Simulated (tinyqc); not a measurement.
# Worked calculation: planar ballistic transistor, top-of-the-barrier model

Numbers from tinyqc (`OMP_NUM_THREADS=1 python tinyqc.py 2400091 2400092 out.jsonl`; about 0.01 s on one thread of a shared Intel Xeon 2.30GHz). Printed values are rounded.

At the top of the source barrier, states moving towards the drain are filled by the source (Fermi level 0) and states moving back by the drain (Fermi level -q Vd); nothing scatters. U is the shift of the band edge there, set by the capacitances CG, CD and CS (the total) and by the charge. Parabolic two-dimensional band; the source is grounded.

Inputs (values chosen for the exercise); mass and valleys close to those of gallium arsenide:
- T = 350 K (temperature)
- m = 0.0644 m0 (effective mass)
- gv = 1 (valley degeneracy)
- eox = 3.9 (relative permittivity of the gate insulator)
- tox = 3.2 nm (insulator thickness)
- aG = 0.89 (gate control CG/CS)
- aD = 0.097 (drain control CD/CS)
- E0 = 0.22 eV (band edge at the barrier top above the source Fermi level at zero bias)
- Vg = 0.6 V (gate voltage)
- Vd = 0.05 V (drain voltage)

Constants: q = 1.602176634e-19 C, kB = 1.380649e-23 J/K, hbar = 1.054571817e-34 J s, m0 = 9.1093837015e-31 kg, Vt = kB T/q, eps0 = 8.8541878128e-14 F/cm where lengths are in cm. Results are converted to the units shown.

## Density of states, capacitances and charge at zero bias

N0 = gv m kB T/(pi hbar^2), CG = eps0 eox/tox, vT = sqrt(2 kB T/(pi m)), CS = CG/aG, n0 = n at U = 0 and Vd = 0. eta1 = -(E0 + U)/Vt, eta2 = eta1 - Vd/Vt, n = (N0/2)[F_0(eta1) + F_0(eta2)], F_0(x) = ln(1 + exp x). UL = -(aG Vg + aD Vd).

N0 = 8.113794e11 cm^-2
CG = 1.079104 uF/cm^2
CS = 1.212477 uF/cm^2
n0 = 5.510816e8 cm^-2
UL = -0.5388500 eV

## Iteration 1: self-consistent potential at the barrier top

U at the start (U = UL) = -0.5388500 eV

eta1 = -(E0 + U)/Vt, eta2 = eta1 - Vd/Vt, n = (N0/2)[F_0(eta1) + F_0(eta2)], F_0(x) = ln(1 + exp x). U(out) = UL + q (n - n0)/CS. Newton step: U(new) = U + (U(out) - U)/(1 + CQ/CS), CQ = (q/Vt) dn/d(eta1) with both F' summed; F_0'(x) = 1/(1 + exp(-x)).

eta1 = 10.57172
eta2 = 8.913928
n = 7.905190e12 cm^-2
U(out) = 0.5056756 eV
CQ = 4.309816 uF/cm^2
U after iteration 1 = -0.3095136 eV

## Iteration 2: self-consistent potential at the barrier top

As before.

eta1 = 2.967891
eta2 = 1.310102
n = 1.852777e12 cm^-2
U(out) = -0.2940953 eV
CQ = 3.746893 uF/cm^2
U after iteration 2 = -0.3057441 eV

## Course of the iteration: self-consistent potential at the barrier top

Stop when U changes by less than 1e-9 eV, or after 90 iterations.

Course of the iteration:
```
iteration      U (eV)  |change| (eV)
1          -0.3095136          0.229
2          -0.3057441        3.77e-3
3          -0.3057213        2.28e-5
4          -0.3057213       8.74e-10
```

Converged in 4 iterations. At the end the number of correct digits about doubles with each step.

## Current, mean velocity and share of the gate voltage

converged U = -0.3057213 eV

N0 = gv m kB T/(pi hbar^2), CG = eps0 eox/tox, vT = sqrt(2 kB T/(pi m)), CS = CG/aG, n0 = n at U = 0 and Vd = 0. eta1 = -(E0 + U)/Vt, eta2 = eta1 - Vd/Vt, n = (N0/2)[F_0(eta1) + F_0(eta2)], F_0(x) = ln(1 + exp x). I = q (N0/2) vT [F_(1/2)(eta1) - F_(1/2)(eta2)] per width, F_(1/2)(x) = (2/sqrt(pi)) int_0^infinity u^(1/2)/(1 + exp(u - x)) du. Mean velocity I/(q n). CQ = (q/Vt) dn/d(eta1); the band edge follows the gate as -dU/dVg = aG/(1 + CQ/CS).

eta1 = 2.842156
n = 1.764795e12 cm^-2
I = 361.2343 uA/um
mean velocity = 1.277569e7 cm/s
CQ = 3.686575 uF/cm^2
-dU/dVg = 0.2202680 eV/V

The carriers from the source are degenerate (eta1 = 2.84), and the mean velocity is 0.558 times vT = sqrt(2 kB T/(pi m)) = 2.29e7 cm/s. The drain fills a good part of the returning states, which lowers the mean.
